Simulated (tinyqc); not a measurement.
Hueckel theory of the pi electrons with the omega technique, for the molecule Clc1cc[cH+]ccn1 (SMILES; centres numbered as the heavy atoms are written), step by step. One step of it, computed by the program tinyqc.

Task: Energy, charges, bond orders. E = sum n x; q_r = z_r - P_rr; bond order p = P_rs; free valence = sqrt(3) - sum of p over the bonds of the atom.

final x values: 2.227690  1.847987  1.435535  1.293551  -0.250964  -0.357459  -1.616819  -1.709527

occupations: 2.000000  2.000000  2.000000  2.000000  0.000000  0.000000  0.000000  0.000000

final P, lower triangle:
```
           1Cl         2C         3C         4C         5C        6C        7C        8N
1Cl   1.975577
2C    0.166432   0.806121
3C   -0.067755   0.612200   0.855381
4C   -0.056990   0.188762   0.658564   0.840576
5C    0.039631  -0.194981   0.168108   0.620183   0.840355
6C    0.052967  -0.247033  -0.234878   0.167804   0.656258  0.854525
7C   -0.039539   0.102663  -0.247216  -0.197398   0.187555  0.619734  0.812670
8N   -0.082288   0.643979   0.146478  -0.224161  -0.237037  0.130136  0.658388  1.014794
```

Centres:
```
centre  z_r, pi electrons of the neutral centre         h
1Cl                                           2  1.800000
2C                                            1  0.000000
3C                                            1  0.000000
4C                                            1  0.000000
5C                                            1  0.000000
6C                                            1  0.000000
7C                                            1  0.000000
8N                                            1  0.470000
```

Bonds:
```
i  j         k
1  2  0.370000
2  3         1
3  4         1
4  5         1
5  6         1
6  7         1
7  8         1
8  2         1
```

Give: pi energy = 8 alpha + this times beta; pi charges; Bond orders and lengths from R = 1.517 - 0.180 p; free valence of the carbons; gap between the highest filled and the next level.

Result:

pi energy = 8 alpha + this times beta = 13.6095

pi charges: 1Cl 0.0244, 2C 0.1939, 3C 0.1446, 4C 0.1594, 5C 0.1596, 6C 0.1455, 7C 0.1873, 8N -0.0148

Bond orders and lengths from R = 1.517 - 0.180 p (angstrom, C-C alone):
```
bond       p       R
1-2   0.1664       -
2-3   0.6122  1.4068
3-4   0.6586  1.3985
4-5   0.6202  1.4054
5-6   0.6563  1.3989
6-7   0.6197  1.4054
7-8   0.6584       -
8-2   0.6440       -
```

free valence of the carbons: 2C 0.3094, 3C 0.4613, 4C 0.4533, 5C 0.4556, 6C 0.4561, 7C 0.4539

gap between the highest filled and the next level = 1.5445 |beta|
